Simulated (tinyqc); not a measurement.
Worked calculation (part 1 of 2): UHF in the 6-311g basis, for H2-, spin multiplicity 2. The basis has no diffuse functions, so it cannot describe the extra electron: this is an exercise in the method, not the real anion. Computed by tinyqc, a small Python program that keeps every step (integrals from PySCF). Settings: charge = -1, multiplicity = 2, basis = 6-311g, energy threshold = 1e-09, iteration cap = 62, orthogonalisation = symmetric, start = atomic densities, DIIS depth = 0, damping = 0.7, method = UHF. Command: `OMP_NUM_THREADS=1 python tinyqc.py 27951 27952 out.jsonl` (the two numbers bound the seeds that draw the settings). One thread of a shared host (Intel(R) Xeon(R) Processor @ 2.60GHz), about 0.1 s of CPU time with the checks. Later iterations appear only in the table of the cycle.

## One-electron integrals

Geometry (angstrom):
```
atom         x         y         z
H     0.000000  0.000000  0.000000
H     0.000000  0.000000  0.945000
```

Basis 6-311g: exponents (1/bohr^2) and contraction coefficients of normalised primitives:
```
element  l (shell)   exponent  coefficient
H            s (1)  33.865000     0.025494
H            s (1)   5.094790     0.190373
H            s (1)   1.158790     0.852161
H            s (2)   0.325840     1.000000
H            s (3)   0.102741     1.000000
```

Overlap, kinetic and nuclear-attraction integrals over the contracted functions; the nuclear repulsion is the sum of Za Zb / Rab.

nuclear repulsion = 0.55997588 hartree

overlap S, lower triangle:
```
          1H 1s     1H 2s     1H 3s     2H 1s     2H 2s     2H 3s
1H 1s  1.000000
1H 2s  0.706377  1.000000
1H 3s  0.373664  0.788963  1.000000
2H 1s  0.125663  0.309483  0.276119  1.000000
2H 2s  0.309483  0.594782  0.614997  0.706377  1.000000
2H 3s  0.276119  0.614997  0.848892  0.373664  0.788963  1.000000
```

kinetic energy T (hartree), lower triangle:
```
           1H 1s     1H 2s     1H 3s     2H 1s     2H 2s     2H 3s
1H 1s   2.304348
1H 2s   0.549119  0.488760
1H 3s   0.106346  0.184881  0.154112
2H 1s  -0.078916  0.107714  0.062725  2.304348
2H 2s   0.107714  0.190013  0.120182  0.549119  0.488760
2H 3s   0.062725  0.120182  0.116536  0.106346  0.184881  0.154112
```

nuclear attraction V (hartree), lower triangle:
```
           1H 1s      1H 2s      1H 3s      2H 1s      2H 2s      2H 3s
1H 1s  -2.671023
1H 2s  -1.455529  -1.447654
1H 3s  -0.723357  -0.981200  -0.930196
2H 1s  -0.276811  -0.645565  -0.543096  -2.671023
2H 2s  -0.645565  -0.921885  -0.801094  -1.455529  -1.447654
2H 3s  -0.543096  -0.801094  -0.823230  -0.723357  -0.981200  -0.930196
```

core Hamiltonian H = T + V (hartree), lower triangle:
```
           1H 1s      1H 2s      1H 3s      2H 1s      2H 2s      2H 3s
1H 1s  -0.366675
1H 2s  -0.906410  -0.958894
1H 3s  -0.617011  -0.796319  -0.776084
2H 1s  -0.355727  -0.537851  -0.480370  -0.366675
2H 2s  -0.537851  -0.731872  -0.680912  -0.906410  -0.958894
2H 3s  -0.480370  -0.680912  -0.706694  -0.617011  -0.796319  -0.776084
```

## Two-electron integrals

Functions are numbered as in S; the eight-fold symmetry (ij|kl) = (ji|kl) = (kl|ij) leaves the list below.

Two-electron integrals (ij|kl) in chemists' order, unique and non-zero (hartree):
```
(11|11) 1.393035   (21|11) 0.822971   (21|21) 0.509703   (22|11) 0.822904
(22|21) 0.543028   (22|22) 0.644106   (31|11) 0.411256   (31|21) 0.257757
(31|22) 0.279868   (31|31) 0.130794   (32|11) 0.543681   (32|21) 0.365771
(32|22) 0.452669   (32|31) 0.189803   (32|32) 0.325140   (33|11) 0.494021
(33|21) 0.340115   (33|22) 0.445993   (33|31) 0.178035   (33|32) 0.331779
(33|33) 0.361682   (41|11) 0.120921   (41|21) 0.078338   (41|22) 0.089205
(41|31) 0.040111   (41|32) 0.061433   (41|33) 0.058686   (41|41) 0.019275
(42|11) 0.208357   (42|21) 0.142463   (42|22) 0.180271   (42|31) 0.074270
(42|32) 0.130037   (42|33) 0.132548   (42|41) 0.039217   (42|42) 0.096585
(43|11) 0.162728   (43|21) 0.112555   (43|22) 0.146848   (43|31) 0.058950
(43|32) 0.107790   (43|33) 0.113029   (43|41) 0.031217   (43|42) 0.081853
(43|43) 0.071307   (44|11) 0.557837   (44|21) 0.390751   (44|22) 0.522966
(44|31) 0.205596   (44|32) 0.387340   (44|33) 0.409396   (44|41) 0.120921
(44|42) 0.342649   (44|43) 0.301966   (44|44) 1.393035   (51|11) 0.342649
(51|21) 0.214553   (51|22) 0.232537   (51|31) 0.108838   (51|32) 0.157584
(51|33) 0.147659   (51|41) 0.039217   (51|42) 0.073743   (51|43) 0.058309
(51|44) 0.208357   (51|51) 0.096585   (52|11) 0.428069   (52|21) 0.287079
(52|22) 0.352362   (52|31) 0.148786   (52|32) 0.251830   (52|33) 0.254655
(52|41) 0.060219   (52|42) 0.135187   (52|43) 0.113253   (52|44) 0.428069
(52|51) 0.135187   (52|52) 0.227863   (53|11) 0.343733   (53|21) 0.235404
(53|22) 0.303984   (53|31) 0.122960   (53|32) 0.223685   (53|33) 0.238148
(53|41) 0.051166   (53|42) 0.124604   (53|43) 0.108280   (53|44) 0.414322
(53|51) 0.112132   (53|52) 0.206030   (53|53) 0.197562   (54|11) 0.390751
(54|21) 0.272300   (54|22) 0.361550   (54|31) 0.143020   (54|32) 0.267716
(54|33) 0.284308   (54|41) 0.078338   (54|42) 0.214553   (54|43) 0.189501
(54|44) 0.822971   (54|51) 0.142463   (54|52) 0.287079   (54|53) 0.279322
(54|54) 0.509703   (55|11) 0.522966   (55|21) 0.361550   (55|22) 0.476309
(55|31) 0.189479   (55|32) 0.353842   (55|33) 0.381802   (55|41) 0.089205
(55|42) 0.232537   (55|43) 0.206186   (55|44) 0.822904   (55|51) 0.180271
(55|52) 0.352362   (55|53) 0.347361   (55|54) 0.543028   (55|55) 0.644106
(61|11) 0.301966   (61|21) 0.189501   (61|22) 0.206186   (61|31) 0.096195
(61|32) 0.139941   (61|33) 0.131397   (61|41) 0.031217   (61|42) 0.058309
(61|43) 0.046266   (61|44) 0.162728   (61|51) 0.081853   (61|52) 0.113253
(61|53) 0.093860   (61|54) 0.112555   (61|55) 0.146848   (61|61) 0.071307
(62|11) 0.414322   (62|21) 0.279322   (62|22) 0.347361   (62|31) 0.145053
(62|32) 0.250168   (62|33) 0.256444   (62|41) 0.051166   (62|42) 0.112132
(62|43) 0.093860   (62|44) 0.343733   (62|51) 0.124604   (62|52) 0.206030
(62|53) 0.186016   (62|54) 0.235404   (62|55) 0.303984   (62|61) 0.108280
(62|62) 0.197562   (63|11) 0.398943   (63|21) 0.275331   (63|22) 0.363452
(63|31) 0.144262   (63|32) 0.271585   (63|33) 0.298848   (63|41) 0.052319
(63|42) 0.124279   (63|43) 0.107971   (63|44) 0.398943   (63|51) 0.124279
(63|52) 0.225184   (63|53) 0.217366   (63|54) 0.275331   (63|55) 0.363452
(63|61) 0.107971   (63|62) 0.217366   (63|63) 0.260635   (64|11) 0.205596
(64|21) 0.143020   (64|22) 0.189479   (64|31) 0.075079   (64|32) 0.140328
(64|33) 0.149334   (64|41) 0.040111   (64|42) 0.108838   (64|43) 0.096195
(64|44) 0.411256   (64|51) 0.074270   (64|52) 0.148786   (64|53) 0.145053
(64|54) 0.257757   (64|55) 0.279868   (64|61) 0.058950   (64|62) 0.122960
(64|63) 0.144262   (64|64) 0.130794   (65|11) 0.387340   (65|21) 0.267716
(65|22) 0.353842   (65|31) 0.140328   (65|32) 0.264083   (65|33) 0.288672
(65|41) 0.061433   (65|42) 0.157584   (65|43) 0.139941   (65|44) 0.543681
(65|51) 0.130037   (65|52) 0.251830   (65|53) 0.250168   (65|54) 0.365771
(65|55) 0.452669   (65|61) 0.107790   (65|62) 0.223685   (65|63) 0.271585
(65|64) 0.189803   (65|65) 0.325140   (66|11) 0.409396   (66|21) 0.284308
(66|22) 0.381802   (66|31) 0.149334   (66|32) 0.288672   (66|33) 0.325779
(66|41) 0.058686   (66|42) 0.147659   (66|43) 0.131397   (66|44) 0.494021
(66|51) 0.132548   (66|52) 0.254655   (66|53) 0.256444   (66|54) 0.340115
(66|55) 0.445993   (66|61) 0.113029   (66|62) 0.238148   (66|63) 0.298848
(66|64) 0.178035   (66|65) 0.331779   (66|66) 0.361682
```

## Orthogonalisation

S = U s U^T; symmetric (Loewdin) form X = U s^(-1/2) U^T, so that X^T S X = 1.

eigenvalues of S: 0.044683  0.132441  0.255016  0.766058  1.130964  3.670839

X, lower triangle:
```
           1H 1s      1H 2s      1H 3s      2H 1s      2H 2s     2H 3s
1H 1s   1.376374
1H 2s  -0.754952   2.235293
1H 3s   0.214136  -1.071977   2.420118
2H 1s   0.042672  -0.007179  -0.040864   1.376374
2H 2s  -0.007179  -0.428901   0.290558  -0.754952   2.235293
2H 3s  -0.040864   0.290558  -1.233263   0.214136  -1.071977  2.420118
```

## Starting guess

The start is atomic minimal-basis densities projected into this basis (PySCF's MINAO start) and scaled to the electron count of each spin; this density is not idempotent, so its energy is not variational and may lie below the converged one.

D(alpha) at the start, lower triangle:
```
           1H 1s      1H 2s     1H 3s     2H 1s     2H 2s     2H 3s
1H 1s   0.095786
1H 2s   0.155685   0.253171
1H 3s   0.098394   0.159856  0.101106
2H 1s   0.001616  -0.000927  0.003460  0.095786
2H 2s  -0.000927  -0.007285  0.001974  0.155685  0.253171
2H 3s   0.003460   0.001974  0.005402  0.098394  0.159856  0.101106
```

D(beta) at the start, lower triangle:
```
           1H 1s      1H 2s     1H 3s     2H 1s     2H 2s     2H 3s
1H 1s   0.047893
1H 2s   0.077842   0.126586
1H 3s   0.049197   0.079928  0.050553
2H 1s   0.000808  -0.000463  0.001730  0.047893
2H 2s  -0.000463  -0.003643  0.000987  0.077842  0.126586
2H 3s   0.001730   0.000987  0.002701  0.049197  0.079928  0.050553
```

## Iteration 1: building the Fock matrix

J_ij = sum D_kl (ij|kl) with D = D(alpha) + D(beta), K_ij = sum D_kl (ik|jl) for each spin; F = H + J - K(s); E = tr D H + tr D J / 2 - 0.5 sum_s tr D(s) K(s) + E_nn.

Coulomb J (hartree), lower triangle:
```
          1H 1s     1H 2s     1H 3s     2H 1s     2H 2s     2H 3s
1H 1s  2.129333
1H 2s  1.403703  1.697200
1H 3s  0.724758  1.213809  1.238490
2H 1s  0.276740  0.638792  0.545032  2.129333
2H 2s  0.638792  1.068413  0.981018  1.403703  1.697200
2H 3s  0.545032  0.981018  1.087855  0.724758  1.213809  1.238490
```

exchange K(alpha) (hartree), lower triangle:
```
          1H 1s     1H 2s     1H 3s     2H 1s     2H 2s     2H 3s
1H 1s  0.774386
1H 2s  0.745139  0.849854
1H 3s  0.526712  0.657902  0.542800
2H 1s  0.296839  0.486515  0.445165  0.774386
2H 2s  0.486515  0.683442  0.599868  0.745139  0.849854
2H 3s  0.445165  0.599868  0.520760  0.526712  0.657902  0.542800
```

exchange K(beta) (hartree), lower triangle:
```
          1H 1s     1H 2s     1H 3s     2H 1s     2H 2s     2H 3s
1H 1s  0.387193
1H 2s  0.372569  0.424927
1H 3s  0.263356  0.328951  0.271400
2H 1s  0.148420  0.243258  0.222582  0.387193
2H 2s  0.243258  0.341721  0.299934  0.372569  0.424927
2H 3s  0.222582  0.299934  0.260380  0.263356  0.328951  0.271400
```

F(alpha) (hartree), lower triangle:
```
           1H 1s      1H 2s      1H 3s      2H 1s      2H 2s      2H 3s
1H 1s   0.988272
1H 2s  -0.247846  -0.111548
1H 3s  -0.418965  -0.240412  -0.080394
2H 1s  -0.375826  -0.385574  -0.380503   0.988272
2H 2s  -0.385574  -0.346901  -0.299762  -0.247846  -0.111548
2H 3s  -0.380503  -0.299762  -0.139599  -0.418965  -0.240412  -0.080394
```

F(beta) (hartree), lower triangle:
```
           1H 1s      1H 2s      1H 3s      2H 1s     2H 2s     2H 3s
1H 1s   1.375465
1H 2s   0.124723   0.313379
1H 3s  -0.155609   0.088539   0.191006
2H 1s  -0.227406  -0.142317  -0.157920   1.375465
2H 2s  -0.142317  -0.005180   0.000172   0.124723  0.313379
2H 3s  -0.157920   0.000172   0.120781  -0.155609  0.088539  0.191006
```

total energy of this density = -1.01494228 hartree

This density is the starting one; it is not idempotent, so its energy is not variational and may lie below the converged one.

## Iteration 1: diagonalisation and new density

Diagonalise F' = X^T F X, C = X C', fill 2 alpha and 1 beta electrons from the bottom; D(s) = C_occ C_occ^T; the new density keeps 0.7 of the old one (damping). Each column has its largest component positive (the first on a tie).

F' = X^T F X (alpha) (hartree), lower triangle:
```
           1          2          3          4          5         6
1   2.159169
2  -1.298584   1.263706
3  -0.040359  -0.415361   0.415413
4  -0.079175  -0.193129  -0.150015   2.159169
5  -0.193129  -0.221448  -0.046388  -1.298584   1.263706
6  -0.150015  -0.046388  -0.142192  -0.040359  -0.415361  0.415413
```

orbital energies (alpha) (hartree): MO1 -0.381793, MO2 0.357286, MO3 0.632248, MO4 0.857065, MO5 3.066753, MO6 3.145019

coefficients C (alpha):
```
            MO1        MO2        MO3        MO4        MO5        MO6
1H 1s  0.165626   0.115372  -0.027596  -0.080567  -1.087048  -1.133176
1H 2s  0.275635   0.056355  -0.836149  -1.428915   1.646761   1.205046
1H 3s  0.190302   1.651908   0.883597   1.964016  -1.023817  -0.455711
2H 1s  0.165626  -0.115372  -0.027596   0.080567   1.087048  -1.133176
2H 2s  0.275635  -0.056355  -0.836149   1.428915  -1.646761   1.205046
2H 3s  0.190302  -1.651908   0.883597  -1.964016   1.023817  -0.455711
```

F' = X^T F X (beta) (hartree), lower triangle:
```
           1          2          3          4          5         6
1   2.414854
2  -1.153891   1.437181
3   0.030148  -0.331220   0.472519
4  -0.054195  -0.139902  -0.108081   2.414854
5  -0.139902  -0.149726   0.009839  -1.153891   1.437181
6  -0.108081   0.009839  -0.099405   0.030148  -0.331220  0.472519
```

orbital energies (beta) (hartree): MO1 0.084468, MO2 0.445778, MO3 0.707465, MO4 1.012840, MO5 3.169260, MO6 3.229294

coefficients C (beta):
```
            MO1        MO2        MO3        MO4        MO5        MO6
1H 1s  0.133747   0.083579   0.032364  -0.058068  -1.091384  -1.137253
1H 2s  0.138835  -0.211449   0.900163  -1.476595   1.591149   1.182238
1H 3s  0.343298   1.999818  -0.842428   1.633551  -0.983156  -0.443952
2H 1s  0.133747  -0.083579   0.032364   0.058068   1.091384  -1.137253
2H 2s  0.138835   0.211449   0.900163   1.476595  -1.591149   1.182238
2H 3s  0.343298  -1.999818  -0.842428  -1.633551   0.983156  -0.443952
```

D(alpha) after iteration 1, lower triangle:
```
           1H 1s      1H 2s      1H 3s     2H 1s     2H 2s     2H 3s
1H 1s   0.079273
1H 2s   0.124625   0.200965
1H 3s   0.135506   0.155563   0.900279
2H 1s   0.005368   0.011096  -0.045297  0.079273
2H 2s   0.011096   0.016740  -0.010810  0.124625  0.200965
2H 3s  -0.045297  -0.010810  -0.803994  0.135506  0.155563  0.900279
```

D(beta) after iteration 1, lower triangle:
```
          1H 1s     1H 2s     1H 3s     2H 1s     2H 2s     2H 3s
1H 1s  0.038892
1H 2s  0.060060  0.094392
1H 3s  0.048212  0.070248  0.070743
2H 1s  0.005932  0.005246  0.014985  0.038892
2H 2s  0.005246  0.003233  0.014989  0.060060  0.094392
2H 3s  0.014985  0.014989  0.037247  0.048212  0.070248  0.070743
```

## Iteration 2: building the Fock matrix

As before.

Coulomb J (hartree), lower triangle:
```
          1H 1s     1H 2s     1H 3s     2H 1s     2H 2s     2H 3s
1H 1s  2.004940
1H 2s  1.327807  1.620857
1H 3s  0.686617  1.165411  1.201618
2H 1s  0.260324  0.602924  0.515781  2.004940
2H 2s  0.602924  1.016436  0.939566  1.327807  1.620857
2H 3s  0.515781  0.939566  1.053238  0.686617  1.165411  1.201618
```

exchange K(alpha) (hartree), lower triangle:
```
          1H 1s     1H 2s     1H 3s     2H 1s     2H 2s     2H 3s
1H 1s  0.681930
1H 2s  0.665395  0.768768
1H 3s  0.474342  0.600457  0.502355
2H 1s  0.262198  0.427207  0.392679  0.681930
2H 2s  0.427207  0.602492  0.534322  0.665395  0.768768
2H 3s  0.392679  0.534322  0.471579  0.474342  0.600457  0.502355
```

exchange K(beta) (hartree), lower triangle:
```
          1H 1s     1H 2s     1H 3s     2H 1s     2H 2s     2H 3s
1H 1s  0.354000
1H 2s  0.354235  0.420697
1H 3s  0.260180  0.338727  0.291581
2H 1s  0.151592  0.244014  0.225220  0.354000
2H 2s  0.244014  0.348105  0.312858  0.354235  0.420697
2H 3s  0.225220  0.312858  0.281349  0.260180  0.338727  0.291581
```

F(alpha) (hartree), lower triangle:
```
           1H 1s      1H 2s      1H 3s      2H 1s      2H 2s      2H 3s
1H 1s   0.956335
1H 2s  -0.243997  -0.106805
1H 3s  -0.404736  -0.231365  -0.076821
2H 1s  -0.357601  -0.362134  -0.357269   0.956335
2H 2s  -0.362134  -0.317929  -0.275668  -0.243997  -0.106805
2H 3s  -0.357269  -0.275668  -0.125035  -0.404736  -0.231365  -0.076821
```

F(beta) (hartree), lower triangle:
```
           1H 1s      1H 2s      1H 3s      2H 1s     2H 2s     2H 3s
1H 1s   1.284265
1H 2s   0.067162   0.241265
1H 3s  -0.190574   0.030366   0.133953
2H 1s  -0.246995  -0.178941  -0.189810   1.284265
2H 2s  -0.178941  -0.063542  -0.054205   0.067162  0.241265
2H 3s  -0.189810  -0.054205   0.065195  -0.190574  0.030366  0.133953
```

total energy of this density = -0.97824676 hartree

This density is a damped mixture and is not idempotent, and it still holds part of the atomic start, so its energy may lie below the converged one.

## Iteration 2: diagonalisation and new density

As before.

F' = X^T F X (alpha) (hartree), lower triangle:
```
           1          2          3          4          5         6
1   2.098350
2  -1.273857   1.232493
3  -0.037580  -0.421953   0.387401
4  -0.075197  -0.182476  -0.136462   2.098350
5  -0.182476  -0.201184  -0.025275  -1.273857   1.232493
6  -0.136462  -0.025275  -0.121909  -0.037580  -0.421953  0.387401
```

orbital energies (alpha) (hartree): MO1 -0.359453, MO2 0.282760, MO3 0.608561, MO4 0.838287, MO5 2.995487, MO6 3.070846

coefficients C (alpha):
```
            MO1        MO2        MO3        MO4        MO5        MO6
1H 1s  0.166682   0.114123  -0.033198  -0.084664  -1.086869  -1.132870
1H 2s  0.273519   0.075423  -0.830698  -1.420036   1.653665   1.209291
1H 3s  0.191753   1.628025   0.881192   1.977097  -1.036814  -0.459742
2H 1s  0.166682  -0.114123  -0.033198   0.084664   1.086869  -1.132870
2H 2s  0.273519  -0.075423  -0.830698   1.420036  -1.653665   1.209291
2H 3s  0.191753  -1.628025   0.881192  -1.977097   1.036814  -0.459742
```

F' = X^T F X (beta) (hartree), lower triangle:
```
           1          2          3          4          5         6
1   2.316985
2  -1.147783   1.388633
3   0.025160  -0.342227   0.453498
4  -0.058017  -0.146747  -0.111882   2.316985
5  -0.146747  -0.162615  -0.001958  -1.147783   1.388633
6  -0.111882  -0.001958  -0.115275   0.025160  -0.342227  0.453498
```

orbital energies (beta) (hartree): MO1 0.007470, MO2 0.437387, MO3 0.674168, MO4 0.975188, MO5 3.082448, MO6 3.141573

coefficients C (beta):
```
            MO1        MO2        MO3        MO4        MO5        MO6
1H 1s  0.137796   0.085514   0.037000  -0.068325  -1.090640  -1.136628
1H 2s  0.164814  -0.179101   0.885789  -1.463166   1.607441   1.189736
1H 3s  0.316946   1.963122  -0.849602   1.667113  -1.000622  -0.449837
2H 1s  0.137796  -0.085514   0.037000   0.068325   1.090640  -1.136628
2H 2s  0.164814   0.179101   0.885789   1.463166  -1.607441   1.189736
2H 3s  0.316946  -1.963122  -0.849602  -1.667113   1.000622  -0.449837
```

D(alpha) after iteration 2, lower triangle:
```
           1H 1s      1H 2s      1H 3s     2H 1s     2H 2s     2H 3s
1H 1s   0.067733
1H 2s   0.103497   0.164826
1H 3s   0.160181   0.161466   1.436365
2H 1s   0.008185   0.018862  -0.077858  0.067733
2H 2s   0.018862   0.032455  -0.028670  0.103497  0.164826
2H 3s  -0.077858  -0.028670  -1.346905  0.160181  0.161466  1.436365
```

D(beta) after iteration 2, lower triangle:
```
          1H 1s     1H 2s     1H 3s     2H 1s     2H 2s     2H 3s
1H 1s  0.032920
1H 2s  0.048855  0.074224
1H 3s  0.046851  0.064845  0.079657
2H 1s  0.009849  0.010486  0.023592  0.032920
2H 2s  0.010486  0.010412  0.026164  0.048855  0.074224
2H 3s  0.023592  0.026164  0.056209  0.046851  0.064845  0.079657
```
